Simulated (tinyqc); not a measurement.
## Screening length from the swing

Inverse problem. In a simple model of a Schottky-barrier transistor a barrier thinner than d = 3.4 nm is transparent, so the effective barrier is pn - psi (1 - exp(-d/lam)) and the swing beyond flat band is Vt ln 10/(1 - exp(-d/lam)). Find the thermionic swing, lam, and the effective barrier at psi = 0.2 V.

Inputs (values chosen for the exercise): temperature T = 300 K; barrier for electrons at both contacts pn = 0.89 eV.

Constants: q = 1.602176634e-19 C, kB = 1.380649e-23 J/K, Vt = kB T/q. Results are converted to the units shown.

swing in the tunnelling range = 110.59295 mV/decade

Solution. The ratio of the two swings is 1 - exp(-d/lam).

Vt ln 10 = 59.53 mV/decade
lam = 4.400 nm
effective barrier = 0.7824 eV

tinyqc, about 0.04 s, one thread, Intel Xeon 2.30GHz (shared host): `OMP_NUM_THREADS=1 python tinyqc.py 2390145 2390146 out.jsonl`
